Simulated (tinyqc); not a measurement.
Bethe-Salpeter matrix of a two-band chain (Tamm-Dancoff form): sweeps and comparisons. A value that a table varies takes the place of the one given here.

One valence and one conduction band, lattice period 1, mesh k = 2 pi j/N. Pair energies D(k) = Eg + 2 t sum(1 - cos k), t = tc + tv. Screened attraction W(R) = U at R = 0 and V/|R| otherwise, R over the N cells with the nearest image; W(q) = sum_R W(R) cos(q R). H(k, k') = D(k) delta - W(k - k')/Nk + 2 J/Nk for singlets (J = 0 for triplets), Nk the number of k points. With a constant transition dipole the strength of a state is f = (sum_k A_k)^2/Nk, and the f sum to 1.

Inputs chosen for the exercise:
```
symbol  value                            unit  meaning
Eg      4.9                              eV    quasiparticle gap
tc      0.75                             eV    conduction hopping
tv      0.57                             eV    valence hopping
U       0.77                             eV    attraction in the same cell
V       0                                eV    attraction at one cell distance
J       0.2                              eV    exchange in the same cell
fs      (0.2, 0.4, 0.7, 1, 1.4, 2, 2.6)        scale factors of U and V
```

## Convergence with the k mesh

Lowest triplet and singlet, and f of the singlet, against N.

Results:
```
N    Eg - E triplet (eV)  Eg - E singlet (eV)  f singlet
4                 0.2316               0.1011     0.2975
6                 0.1729               0.0709     0.2193
8                 0.1453               0.0560     0.1817
12                0.1220               0.0416     0.1477
20                0.1113               0.0311     0.1300
40                0.1100               0.0262     0.1353
100               0.1100               0.0258     0.1388
```

The coarsest mesh misjudges the singlet binding by +0.0753 eV against the finest: a mesh of N points along an axis repeats the pair every N cells. The triplet is within 1 meV of the last row from N = 40 on. The singlet is within 1 meV of the last row from N = 40 on.

## Strength of the attraction

Triplets, N = 100; U and V scaled together, as weaker screening would do. f is the weight at R = 0. For V = 0 the infinite chain has binding sqrt(4 t^2 + U^2) - 2t and f = U/sqrt(4 t^2 + U^2), t = tc + tv.

Results:
```
scale   U/t  binding (eV)      f  Eg - second level (eV)  contact formula (eV)
0.20   0.12        0.0045  0.057                 -0.0026                0.0045
0.40   0.23        0.0179  0.116                 -0.0019                0.0179
0.70   0.41        0.0545  0.200                 -0.0016                0.0545
1.0    0.58        0.1100  0.280                 -0.0015                0.1100
1.4    0.82        0.2116  0.378                 -0.0014                0.2116
2.0    1.17        0.4163  0.504                 -0.0014                0.4163
2.6    1.52        0.6732  0.604                 -0.0014                0.6732
```

The binding grows with exponent 1.98 between scales 0.2 and 0.4 and 1.83 over the last two rows (for a weak contact attraction 2 in a chain and larger in a plane, where it binds exponentially weakly, 1 for a pair held in one cell). f rises from 0.057 to 0.604. On this mesh no second level lies below the gap. 

## Exciton band

Triplets, solved in the electron-hole distance R on a ring of 60 cells, total momentum Q: D = Eg + 2 tc (1 - cos(k + Q/2)) + 2 tv (1 - cos(k - Q/2)), so the hopping in R has size |t(Q)| = sqrt(tc^2 + tv^2 + 2 tc tv cos Q) and the continuum starts at Eg + 2 (tc + tv) - 2 |t(Q)|.

Results:
```
Q/pi   |t(Q)| (eV)  continuum edge (eV)  exciton (eV)  binding (eV)  weight at R = 0
0.000       1.3200               4.9000        4.7900        0.1100            0.280
0.167       1.2759               4.9883        4.8746        0.1136            0.289
0.333       1.1467               5.2466        5.1208        0.1258            0.318
0.500       0.9420               5.6560        5.5047        0.1513            0.378
0.667       0.6782               6.1837        5.9804        0.2033            0.494
0.833       0.3833               6.7733        6.4534        0.3199            0.709
1.000       0.1800               7.1800        6.6900        0.4900            0.906
```

The exciton band is 1.9000 eV wide, against 2.2800 eV for the edge of the continuum: binding narrows it, since electron and hole must hop together. The binding grows from 0.110 to 0.490 eV as |t(Q)| falls. Between the first two rows the exciton rises 0.96 times as much as the edge, so it is heavier than the free pair.

## What each parameter does

N = 100: lowest singlet, its binding and f, and the singlet-triplet splitting. Each row changes one parameter from the base and keeps the others.

Results:
```
case          singlet (eV)  binding (eV)      f  splitting (eV)
base                4.8742        0.0258  0.139          0.0842
Eg = 5.1 eV         5.0742        0.0258  0.139          0.0842
tc = 0.98 eV        4.8780        0.0220  0.118          0.0722
tv = 0.34 eV        4.8688        0.0312  0.167          0.1008
U = 0.62 eV         4.8908        0.0092  0.083          0.0627
V = 0.1 eV          4.8321        0.0679  0.165          0.0891
J = 0.3 eV          4.8945        0.0055  0.063          0.1045
```

The largest shifts from the base row, up to three for each result and ties (the steps differ in size, so this ranks the rows, not the parameters). singlet (eV): Eg +0.2000, V -0.0421, J +0.0203. binding (eV): V +0.0421, J -0.0203, U -0.0166; unchanged at the printed digits by Eg. f: J -0.075, U -0.056, tv +0.029; unchanged at the printed digits by Eg. splitting (eV): U -0.0215, J +0.0203, tv +0.0166; unchanged at the printed digits by Eg. At zero total momentum only the sum tc + tv enters.

Run: tinyqc, `OMP_NUM_THREADS=1 python tinyqc.py 1251995 1251996 out.jsonl`; Intel(R) Xeon(R) Processor @ 2.30GHz, one thread, shared host; about 0.1 s of CPU time with all checks.
